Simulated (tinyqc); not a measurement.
Inside a calculation (part 1 of 2). Method: ROHF in the 6-311g basis, for H2-, spin multiplicity 2. The basis has no diffuse functions, so it cannot describe the extra electron: this is an exercise in the method, not the real anion. Computed by tinyqc, a small Python program that keeps every step (integrals from PySCF). Settings: charge = -1, multiplicity = 2, basis = 6-311g, energy threshold = 1e-10, iteration cap = 66, orthogonalisation = symmetric, start = core, DIIS depth = 6, DIIS from iteration = 3, method = ROHF. Command: `OMP_NUM_THREADS=1 python tinyqc.py 21326 21327 out.jsonl` (the two numbers bound the seeds that draw the settings). One thread of a shared host (Intel(R) Xeon(R) Processor @ 2.60GHz), about 0.06 s of CPU time with the checks. Later iterations appear only in the table of the cycle.

## One-electron integrals

Geometry (angstrom):

| atom | x | y | z |
|---|---|---|---|
| H | 0.000000 | 0.000000 | 0.000000 |
| H | 0.000000 | 0.000000 | 1.402000 |

Basis 6-311g: exponents (1/bohr^2) and contraction coefficients of normalised primitives:

| element | l (shell) | exponent | coefficient |
|---|---|---|---|
| H | s (1) | 33.865000 | 0.025494 |
| H | s (1) | 5.094790 | 0.190373 |
| H | s (1) | 1.158790 | 0.852161 |
| H | s (2) | 0.325840 | 1.000000 |
| H | s (3) | 0.102741 | 1.000000 |

Overlap, kinetic and nuclear-attraction integrals over the contracted functions; the nuclear repulsion is the sum of Za Zb / Rab.

nuclear repulsion = 0.37744452 hartree

overlap S, lower triangle:
```
          1H 1s     1H 2s     1H 3s     2H 1s     2H 2s     2H 3s
1H 1s  1.000000
1H 2s  0.706377  1.000000
1H 3s  0.373664  0.788963  1.000000
2H 1s  0.012737  0.115168  0.192005  1.000000
2H 2s  0.115168  0.318675  0.455972  0.706377  1.000000
2H 3s  0.192005  0.455972  0.697268  0.373664  0.788963  1.000000
```

kinetic energy T (hartree), lower triangle:
```
           1H 1s      1H 2s     1H 3s     2H 1s     2H 2s     2H 3s
1H 1s   2.304348
1H 2s   0.549119   0.488760
1H 3s   0.106346   0.184881  0.154112
2H 1s  -0.039902  -0.018624  0.030377  2.304348
2H 2s  -0.018624   0.037009  0.067794  0.549119  0.488760
2H 3s   0.030377   0.067794  0.081625  0.106346  0.184881  0.154112
```

nuclear attraction V (hartree), lower triangle:
```
           1H 1s      1H 2s      1H 3s      2H 1s      2H 2s      2H 3s
1H 1s  -2.488541
1H 2s  -1.327343  -1.287408
1H 3s  -0.656028  -0.876381  -0.855187
2H 1s  -0.019409  -0.201388  -0.337755  -2.488541
2H 2s  -0.201388  -0.418366  -0.530676  -1.327343  -1.287408
2H 3s  -0.337755  -0.530676  -0.636095  -0.656028  -0.876381  -0.855187
```

core Hamiltonian H = T + V (hartree), lower triangle:
```
           1H 1s      1H 2s      1H 3s      2H 1s      2H 2s      2H 3s
1H 1s  -0.184193
1H 2s  -0.778224  -0.798648
1H 3s  -0.549682  -0.691500  -0.701075
2H 1s  -0.059310  -0.220013  -0.307377  -0.184193
2H 2s  -0.220013  -0.381357  -0.462882  -0.778224  -0.798648
2H 3s  -0.307377  -0.462882  -0.554470  -0.549682  -0.691500  -0.701075
```

## Two-electron integrals

Functions are numbered as in S; the eight-fold symmetry (ij|kl) = (ji|kl) = (kl|ij) leaves the list below.

Two-electron integrals (ij|kl) in chemists' order, unique and non-zero (hartree):
```
(11|11) 1.393035   (21|11) 0.822971   (21|21) 0.509703   (22|11) 0.822904
(22|21) 0.543028   (22|22) 0.644106   (31|11) 0.411256   (31|21) 0.257757
(31|22) 0.279868   (31|31) 0.130794   (32|11) 0.543681   (32|21) 0.365771
(32|22) 0.452669   (32|31) 0.189803   (32|32) 0.325140   (33|11) 0.494021
(33|21) 0.340115   (33|22) 0.445993   (33|31) 0.178035   (33|32) 0.331779
(33|33) 0.361682   (41|11) 0.009332   (41|21) 0.006344   (41|22) 0.007877
(41|31) 0.003299   (41|32) 0.005616   (41|33) 0.005618   (41|41) 0.000196
(42|11) 0.054851   (42|21) 0.038505   (42|22) 0.052498   (42|31) 0.020294
(42|32) 0.039622   (42|33) 0.043578   (42|41) 0.001339   (42|42) 0.013217
(43|11) 0.078419   (43|21) 0.055256   (43|22) 0.076740   (43|31) 0.029183
(43|32) 0.058892   (43|33) 0.067157   (43|41) 0.001866   (43|42) 0.020710
(43|43) 0.034416   (44|11) 0.377433   (44|21) 0.266552   (44|22) 0.374982
(44|31) 0.140966   (44|32) 0.291138   (44|33) 0.339325   (44|41) 0.009332
(44|42) 0.120173   (44|43) 0.208382   (44|44) 1.393035   (51|11) 0.120173
(51|21) 0.076179   (51|22) 0.084204   (51|31) 0.038782   (51|32) 0.057471
(51|33) 0.054346   (51|41) 0.001339   (51|42) 0.008118   (51|43) 0.011405
(51|44) 0.054851   (51|51) 0.013217   (52|11) 0.199094   (52|21) 0.135540
(52|22) 0.172028   (52|31) 0.070625   (52|32) 0.125113   (52|33) 0.130141
(52|41) 0.003262   (52|42) 0.025657   (52|43) 0.038516   (52|44) 0.199094
(52|51) 0.025657   (52|52) 0.065411   (53|11) 0.207762   (53|21) 0.144255
(53|22) 0.192983   (53|31) 0.075748   (53|32) 0.145150   (53|33) 0.161084
(53|41) 0.003725   (53|42) 0.034298   (53|43) 0.055192   (53|44) 0.299117
(53|51) 0.027613   (53|52) 0.080076   (53|53) 0.108601   (54|11) 0.266552
(54|21) 0.188138   (54|22) 0.263685   (54|31) 0.099459   (54|32) 0.204134
(54|33) 0.237304   (54|41) 0.006344   (54|42) 0.076179   (54|43) 0.130970
(54|44) 0.822971   (54|51) 0.038505   (54|52) 0.135540   (54|53) 0.202140
(54|54) 0.509703   (55|11) 0.374982   (55|21) 0.263685   (55|22) 0.365195
(55|31) 0.139163   (55|32) 0.280887   (55|33) 0.325121   (55|41) 0.007877
(55|42) 0.084204   (55|43) 0.142858   (55|44) 0.822904   (55|51) 0.052498
(55|52) 0.172028   (55|53) 0.252798   (55|54) 0.543028   (55|55) 0.644106
(61|11) 0.208382   (61|21) 0.130970   (61|22) 0.142858   (61|31) 0.066513
(61|32) 0.097049   (61|33) 0.091234   (61|41) 0.001866   (61|42) 0.011405
(61|43) 0.016270   (61|44) 0.078419   (61|51) 0.020710   (61|52) 0.038516
(61|53) 0.041338   (61|54) 0.055256   (61|55) 0.076740   (61|61) 0.034416
(62|11) 0.299117   (62|21) 0.202140   (62|22) 0.252798   (62|31) 0.105064
(62|32) 0.182634   (62|33) 0.188226   (62|41) 0.003725   (62|42) 0.027613
(62|43) 0.041338   (62|44) 0.207762   (62|51) 0.034298   (62|52) 0.080076
(62|53) 0.095488   (62|54) 0.144255   (62|55) 0.192983   (62|61) 0.055192
(62|62) 0.108601   (63|11) 0.309434   (63|21) 0.214130   (63|22) 0.284751
(63|31) 0.112315   (63|32) 0.213842   (63|33) 0.237819   (63|41) 0.004352
(63|42) 0.037236   (63|43) 0.059296   (63|44) 0.309434   (63|51) 0.037236
(63|52) 0.099100   (63|53) 0.130814   (63|54) 0.214130   (63|55) 0.284751
(63|61) 0.059296   (63|62) 0.130814   (63|63) 0.175844   (64|11) 0.140966
(64|21) 0.099459   (64|22) 0.139163   (64|31) 0.052568   (64|32) 0.107618
(64|33) 0.124997   (64|41) 0.003299   (64|42) 0.038782   (64|43) 0.066513
(64|44) 0.411256   (64|51) 0.020294   (64|52) 0.070625   (64|53) 0.105064
(64|54) 0.257757   (64|55) 0.279868   (64|61) 0.029183   (64|62) 0.075748
(64|63) 0.112315   (64|64) 0.130794   (65|11) 0.291138   (65|21) 0.204134
(65|22) 0.280887   (65|31) 0.107618   (65|32) 0.215483   (65|33) 0.249368
(65|41) 0.005616   (65|42) 0.057471   (65|43) 0.097049   (65|44) 0.543681
(65|51) 0.039622   (65|52) 0.125113   (65|53) 0.182634   (65|54) 0.365771
(65|55) 0.452669   (65|61) 0.058892   (65|62) 0.145150   (65|63) 0.213842
(65|64) 0.189803   (65|65) 0.325140   (66|11) 0.339325   (66|21) 0.237304
(66|22) 0.325121   (66|31) 0.124997   (66|32) 0.249368   (66|33) 0.290722
(66|41) 0.005618   (66|42) 0.054346   (66|43) 0.091234   (66|44) 0.494021
(66|51) 0.043578   (66|52) 0.130141   (66|53) 0.188226   (66|54) 0.340115
(66|55) 0.445993   (66|61) 0.067157   (66|62) 0.161084   (66|63) 0.237819
(66|64) 0.178035   (66|65) 0.331779   (66|66) 0.361682
```

## Orthogonalisation

S = U s U^T; symmetric (Loewdin) form X = U s^(-1/2) U^T, so that X^T S X = 1.

eigenvalues of S: 0.067196  0.127348  0.360453  0.703988  1.543671  3.197344

X, lower triangle:
```
           1H 1s      1H 2s      1H 3s      2H 1s      2H 2s     2H 3s
1H 1s   1.371227
1H 2s  -0.741358   2.096283
1H 3s   0.201355  -0.997336   1.973241
2H 1s   0.007281   0.048661  -0.056339   1.371227
2H 2s   0.048661  -0.175459   0.154223  -0.741358   2.096283
2H 3s  -0.056339   0.154223  -0.719257   0.201355  -0.997336  1.973241
```

## Starting guess

The start is the orbitals of the core Hamiltonian; D(s) = C_occ C_occ^T for each spin.

D(alpha) at the start, lower triangle:
```
           1H 1s      1H 2s      1H 3s     2H 1s     2H 2s     2H 3s
1H 1s   0.067739
1H 2s   0.167223   0.412880
1H 3s   0.085511   0.212166   0.125934
2H 1s  -0.012522  -0.032951  -0.050113  0.067739
2H 2s  -0.032951  -0.086365  -0.126086  0.167223  0.412880
2H 3s  -0.050113  -0.126086  -0.103241  0.085511  0.212166  0.125934
```

D(beta) at the start, lower triangle:
```
          1H 1s     1H 2s     1H 3s     2H 1s     2H 2s     2H 3s
1H 1s  0.027608
1H 2s  0.067136  0.163257
1H 3s  0.017699  0.043040  0.011347
2H 1s  0.027608  0.067136  0.017699  0.027608
2H 2s  0.067136  0.163257  0.043040  0.067136  0.163257
2H 3s  0.017699  0.043040  0.011347  0.017699  0.043040  0.011347
```

## Iteration 1: building the Fock matrix

J_ij = sum D_kl (ij|kl) with D = D(alpha) + D(beta), K_ij = sum D_kl (ik|jl) for each spin; F = H + J - K(s); E = tr D H + tr D J / 2 - 0.5 sum_s tr D(s) K(s) + E_nn.

Coulomb J (hartree), lower triangle:
```
          1H 1s     1H 2s     1H 3s     2H 1s     2H 2s     2H 3s
1H 1s  1.907344
1H 2s  1.259559  1.536033
1H 3s  0.650885  1.108661  1.157995
2H 1s  0.023852  0.210633  0.340202  1.907344
2H 2s  0.210633  0.519716  0.672566  1.259559  1.536033
2H 3s  0.340202  0.672566  0.854816  0.650885  1.108661  1.157995
```

exchange K(alpha) (hartree), lower triangle:
```
          1H 1s     1H 2s     1H 3s     2H 1s     2H 2s     2H 3s
1H 1s  0.696101
1H 2s  0.634781  0.666213
1H 3s  0.415324  0.478532  0.380471
2H 1s  0.018198  0.118275  0.205791  0.696101
2H 2s  0.118275  0.226162  0.287591  0.634781  0.666213
2H 3s  0.205791  0.287591  0.292694  0.415324  0.478532  0.380471
```

exchange K(beta) (hartree), lower triangle:
```
          1H 1s     1H 2s     1H 3s     2H 1s     2H 2s     2H 3s
1H 1s  0.340977
1H 2s  0.343869  0.400112
1H 3s  0.255156  0.320726  0.273696
2H 1s  0.125179  0.197214  0.202652  0.340977
2H 2s  0.197214  0.285307  0.275914  0.343869  0.400112
2H 3s  0.202652  0.275914  0.254869  0.255156  0.320726  0.273696
```

F(alpha) (hartree), lower triangle:
```
           1H 1s      1H 2s      1H 3s      2H 1s      2H 2s     2H 3s
1H 1s   1.027049
1H 2s  -0.153446   0.071172
1H 3s  -0.314121  -0.061371   0.076448
2H 1s  -0.053656  -0.127655  -0.172966   1.027049
2H 2s  -0.127655  -0.087803  -0.077908  -0.153446   0.071172
2H 3s  -0.172966  -0.077908   0.007652  -0.314121  -0.061371  0.076448
```

F(beta) (hartree), lower triangle:
```
           1H 1s      1H 2s      1H 3s      2H 1s     2H 2s     2H 3s
1H 1s   1.382174
1H 2s   0.137465   0.337272
1H 3s  -0.153953   0.096436   0.183224
2H 1s  -0.160637  -0.206594  -0.169827   1.382174
2H 2s  -0.206594  -0.146948  -0.066230   0.137465  0.337272
2H 3s  -0.169827  -0.066230   0.045477  -0.153953  0.096436  0.183224
```

total energy of this density = -0.84556860 hartree

## Iteration 1: Roothaan effective Fock matrix

With projectors Pc = D(beta) S, Po = (D(alpha) - D(beta)) S, Pv = 1 - D(alpha) S, the block xy is Px^T F Py; with Fc = (F(alpha) + F(beta))/2, the blocks are Fc for cc, oo, vv and cv, F(beta) for co and F(alpha) for ov.

effective F (hartree), lower triangle:
```
           1H 1s      1H 2s      1H 3s      2H 1s     2H 2s     2H 3s
1H 1s   1.176583
1H 2s  -0.021749   0.205628
1H 3s  -0.234463   0.025417   0.137855
2H 1s  -0.079119  -0.153366  -0.170970   1.176583
2H 2s  -0.153366  -0.118782  -0.079953  -0.021749  0.205628
2H 3s  -0.170970  -0.079953   0.018545  -0.234463  0.025417  0.137855
```

## Iteration 1: diagonalisation and new density

Diagonalise F' = X^T F X, C = X C', fill 2 alpha and 1 beta electrons from the bottom; D(s) = C_occ C_occ^T. Each column has its largest component positive (the first on a tie).

F' = X^T F X (hartree), lower triangle:
```
           1          2          3          4          5         6
1   2.244502
2  -1.237995   1.302086
3  -0.021350  -0.337497   0.450166
4   0.069244  -0.027451  -0.114312   2.244502
5  -0.027451  -0.174814   0.001821  -1.237995   1.302086
6  -0.114312   0.001821  -0.108734  -0.021350  -0.337497  0.450166
```

orbital energies (hartree): MO1 -0.024681, MO2 0.332487, MO3 0.687449, MO4 0.762099, MO5 3.116472, MO6 3.119682

coefficients C:
```
            MO1        MO2        MO3        MO4        MO5        MO6
1H 1s  0.134166   0.141767   0.024117  -0.064996  -1.118534  -1.087194
1H 2s  0.232383   0.147809   1.021599  -1.131561   1.501079   1.158641
1H 3s  0.292778   0.983771  -0.939428   1.625234  -0.843698  -0.428869
2H 1s  0.134166  -0.141767   0.024117   0.064996   1.118534  -1.087194
2H 2s  0.232383  -0.147809   1.021599   1.131561  -1.501079   1.158641
2H 3s  0.292778  -0.983771  -0.939428  -1.625234   0.843698  -0.428869
```

D(alpha) after iteration 1, lower triangle:
```
           1H 1s      1H 2s      1H 3s     2H 1s     2H 2s     2H 3s
1H 1s   0.038098
1H 2s   0.052132   0.075849
1H 3s   0.178747   0.213447   1.053524
2H 1s  -0.002097   0.010224  -0.100185  0.038098
2H 2s   0.010224   0.032155  -0.077373  0.052132  0.075849
2H 3s  -0.100185  -0.077373  -0.882086  0.178747  0.213447  1.053524
```

D(beta) after iteration 1, lower triangle:
```
          1H 1s     1H 2s     1H 3s     2H 1s     2H 2s     2H 3s
1H 1s  0.018001
1H 2s  0.031178  0.054002
1H 3s  0.039281  0.068037  0.085719
2H 1s  0.018001  0.031178  0.039281  0.018001
2H 2s  0.031178  0.054002  0.068037  0.031178  0.054002
2H 3s  0.039281  0.068037  0.085719  0.039281  0.068037  0.085719
```

## Iteration 2: building the Fock matrix

As before.

Coulomb J (hartree), lower triangle:
```
          1H 1s     1H 2s     1H 3s     2H 1s     2H 2s     2H 3s
1H 1s  1.608414
1H 2s  1.079422  1.359456
1H 3s  0.560777  0.997223  1.071756
2H 1s  0.020472  0.180512  0.292534  1.608414
2H 2s  0.180512  0.456578  0.600484  1.079422  1.359456
2H 3s  0.292534  0.600484  0.784595  0.560777  0.997223  1.071756
```

exchange K(alpha) (hartree), lower triangle:
```
          1H 1s     1H 2s     1H 3s     2H 1s     2H 2s     2H 3s
1H 1s  0.440730
1H 2s  0.451678  0.543673
1H 3s  0.338048  0.449810  0.411788
2H 1s  0.040387  0.113368  0.174739  0.440730
2H 2s  0.113368  0.209974  0.270679  0.451678  0.543673
2H 3s  0.174739  0.270679  0.304942  0.338048  0.449810  0.411788
```

exchange K(beta) (hartree), lower triangle:
```
          1H 1s     1H 2s     1H 3s     2H 1s     2H 2s     2H 3s
1H 1s  0.256812
1H 2s  0.279830  0.357185
1H 3s  0.226790  0.315864  0.300353
2H 1s  0.096322  0.164059  0.182147  0.256812
2H 2s  0.164059  0.258375  0.273149  0.279830  0.357185
2H 3s  0.182147  0.273149  0.279721  0.226790  0.315864  0.300353
```

F(alpha) (hartree), lower triangle:
```
           1H 1s      1H 2s      1H 3s      2H 1s      2H 2s      2H 3s
1H 1s   0.983492
1H 2s  -0.150480   0.017134
1H 3s  -0.326953  -0.144087  -0.041107
2H 1s  -0.079226  -0.152868  -0.189582   0.983492
2H 2s  -0.152868  -0.134754  -0.133077  -0.150480   0.017134
2H 3s  -0.189582  -0.133077  -0.074816  -0.326953  -0.144087  -0.041107
```

F(beta) (hartree), lower triangle:
```
           1H 1s      1H 2s      1H 3s      2H 1s      2H 2s     2H 3s
1H 1s   1.167410
1H 2s   0.021368   0.203622
1H 3s  -0.215695  -0.010141   0.070327
2H 1s  -0.135160  -0.203559  -0.196990   1.167410
2H 2s  -0.203559  -0.183154  -0.135547   0.021368   0.203622
2H 3s  -0.196990  -0.135547  -0.049596  -0.215695  -0.010141  0.070327
```

total energy of this density = -0.98179566 hartree

## Iteration 2: Roothaan effective Fock matrix

As before.

effective F (hartree), lower triangle:
```
           1H 1s      1H 2s      1H 3s      2H 1s      2H 2s     2H 3s
1H 1s   1.058754
1H 2s  -0.079294   0.099762
1H 3s  -0.277153  -0.078663   0.017980
2H 1s  -0.090496  -0.163476  -0.187457   1.058754
2H 2s  -0.163476  -0.148338  -0.132762  -0.079294   0.099762
2H 3s  -0.187457  -0.132762  -0.065576  -0.277153  -0.078663  0.017980
```

## Iteration 2: diagonalisation and new density

As before.

F' = X^T F X (hartree), lower triangle:
```
           1          2          3          4          5         6
1   2.083955
2  -1.182083   1.199872
3  -0.034277  -0.386501   0.374796
4   0.052057  -0.027066  -0.106051   2.083955
5  -0.027066  -0.160186   0.009653  -1.182083   1.199872
6  -0.106051   0.009653  -0.126360  -0.034277  -0.386501  0.374796
```

orbital energies (hartree): MO1 -0.139713, MO2 0.206926, MO3 0.645550, MO4 0.751069, MO5 2.918297, MO6 2.935116

coefficients C:
```
            MO1        MO2        MO3        MO4        MO5        MO6
1H 1s  0.132875   0.134926   0.040152  -0.075230  -1.086878  -1.118739
1H 2s  0.211641   0.179089   1.012101  -1.111427   1.170887   1.512670
1H 3s  0.312181   0.947996  -0.927774   1.633004  -0.440398  -0.869264
2H 1s  0.132875  -0.134926   0.040152   0.075230  -1.086878   1.118739
2H 2s  0.211641  -0.179089   1.012101   1.111427   1.170887  -1.512670
2H 3s  0.312181  -0.947996  -0.927774  -1.633004  -0.440398   0.869264
```

D(alpha) after iteration 2, lower triangle:
```
           1H 1s      1H 2s      1H 3s     2H 1s     2H 2s     2H 3s
1H 1s   0.035861
1H 2s   0.052286   0.076865
1H 3s   0.169391   0.235846   0.996153
2H 1s  -0.000549   0.003958  -0.086428  0.035861
2H 2s   0.003958   0.012719  -0.103705  0.052286  0.076865
2H 3s  -0.086428  -0.103705  -0.801239  0.169391  0.235846  0.996153
```

D(beta) after iteration 2, lower triangle:
```
          1H 1s     1H 2s     1H 3s     2H 1s     2H 2s     2H 3s
1H 1s  0.017656
1H 2s  0.028122  0.044792
1H 3s  0.041481  0.066070  0.097457
2H 1s  0.017656  0.028122  0.041481  0.017656
2H 2s  0.028122  0.044792  0.066070  0.028122  0.044792
2H 3s  0.041481  0.066070  0.097457  0.041481  0.066070  0.097457
```

## Iteration 3: building the Fock matrix

As before.

Coulomb J (hartree), lower triangle:
```
          1H 1s     1H 2s     1H 3s     2H 1s     2H 2s     2H 3s
1H 1s  1.599001
1H 2s  1.073875  1.354320
1H 3s  0.558024  0.994122  1.069627
2H 1s  0.020340  0.179479  0.291021  1.599001
2H 2s  0.179479  0.454531  0.598398  1.073875  1.354320
2H 3s  0.291021  0.598398  0.782885  0.558024  0.994122  1.069627
```

exchange K(alpha) (hartree), lower triangle:
```
          1H 1s     1H 2s     1H 3s     2H 1s     2H 2s     2H 3s
1H 1s  0.436784
1H 2s  0.448979  0.542375
1H 3s  0.336390  0.449847  0.413785
2H 1s  0.036019  0.108274  0.172180  0.436784
2H 2s  0.108274  0.204871  0.269392  0.448979  0.542375
2H 3s  0.172180  0.269392  0.306957  0.336390  0.449847  0.413785
```

exchange K(beta) (hartree), lower triangle:
```
          1H 1s     1H 2s     1H 3s     2H 1s     2H 2s     2H 3s
1H 1s  0.248781
1H 2s  0.272878  0.351242
1H 3s  0.223138  0.313754  0.301720
2H 1s  0.093405  0.160234  0.179372  0.248781
2H 2s  0.160234  0.254332  0.271415  0.272878  0.351242
2H 3s  0.179372  0.271415  0.280967  0.223138  0.313754  0.301720
```

F(alpha) (hartree), lower triangle:
```
           1H 1s      1H 2s      1H 3s      2H 1s      2H 2s      2H 3s
1H 1s   0.978025
1H 2s  -0.153328   0.013297
1H 3s  -0.328049  -0.147225  -0.045233
2H 1s  -0.074990  -0.148808  -0.188536   0.978025
2H 2s  -0.148808  -0.131697  -0.133876  -0.153328   0.013297
2H 3s  -0.188536  -0.133876  -0.078543  -0.328049  -0.147225  -0.045233
```

F(beta) (hartree), lower triangle:
```
           1H 1s      1H 2s      1H 3s      2H 1s      2H 2s     2H 3s
1H 1s   1.166027
1H 2s   0.022773   0.204430
1H 3s  -0.214797  -0.011132   0.066832
2H 1s  -0.132376  -0.200767  -0.195728   1.166027
2H 2s  -0.200767  -0.181158  -0.135898   0.022773   0.204430
2H 3s  -0.195728  -0.135898  -0.052552  -0.214797  -0.011132  0.066832
```

total energy of this density = -0.98308355 hartree

## Iteration 3: Roothaan effective Fock matrix

As before.

effective F (hartree), lower triangle:
```
           1H 1s      1H 2s      1H 3s      2H 1s      2H 2s     2H 3s
1H 1s   1.054962
1H 2s  -0.080185   0.098362
1H 3s  -0.277119  -0.080425   0.014414
2H 1s  -0.086619  -0.159879  -0.186436   1.054962
2H 2s  -0.159879  -0.145925  -0.133641  -0.080185   0.098362
2H 3s  -0.186436  -0.133641  -0.069162  -0.277119  -0.080425  0.014414
```
